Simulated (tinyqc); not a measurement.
Frequency dispersion of an accumulation capacitance by border traps, distributed model: one step of the calculation.

Traps spread evenly through the insulator exchange electrons with the semiconductor by tunnelling, with tau(x) = t0 exp(2 ka x) at depth x from the interface. The admittance per area Y seen at depth x obeys dY/dx = -Y^2/(i w eps0 eox) + q Nb ln(1 + i w tau)/tau, with Y(0) = i w Cs and w = 2 pi f; the gate sees Y(tox) = G + i w C. Working variable y = Y/(i w), in uF/cm^2. Cox = eps0 eox/tox.

Problem. Scales and lumped estimate. Cox; trap-free value 1/(1/Cox + 1/Cs); response depth d = ln(1/(w t0))/(2 ka), where w tau = 1; lumped estimate: all traps within d act as C_bt = q Nb d placed at d/2, so C = 1/{1/[1/(1/Cs + d/(2 eps0 eox)) + C_bt] + (tox - d/2)/(eps0 eox)}.

Values chosen for this exercise; permittivity close to that of aluminium oxide:
```
symbol   value         unit                                               meaning
eox       8.42                             relative permittivity of the insulator
tox         11           nm                                   insulator thickness
Cs         1.1      uF/cm^2             semiconductor capacitance in accumulation
Nb      6.1e18  cm^-3 eV^-1                               density of border traps
ka         5.3         1/nm  decay constant of the wave function in the insulator
t0       2e-11            s              time constant of a trap at the interface
f          100           Hz                                             frequency
```

Constants: q = 1.602176634e-19 C, eps0 = 8.8541878128e-14 F/cm where lengths are in cm. Results are converted to the units shown.

Wanted: Cox; trap-free C; d; C_bt; lumped C.

Solution.

Cox = 0.67775 uF/cm^2
trap-free C = 0.41936 uF/cm^2
d = 1.7162 nm
C_bt = 0.16773 uF/cm^2
lumped C = 0.44754 uF/cm^2

The traps within reach amount to 0.152 Cs and lie in the first 15.6 % of the insulator.

Program tinyqc, `OMP_NUM_THREADS=1 python tinyqc.py 2202116 2202117 out.jsonl`; Intel Xeon 2.30GHz, shared host, one thread, about 0.6 s.
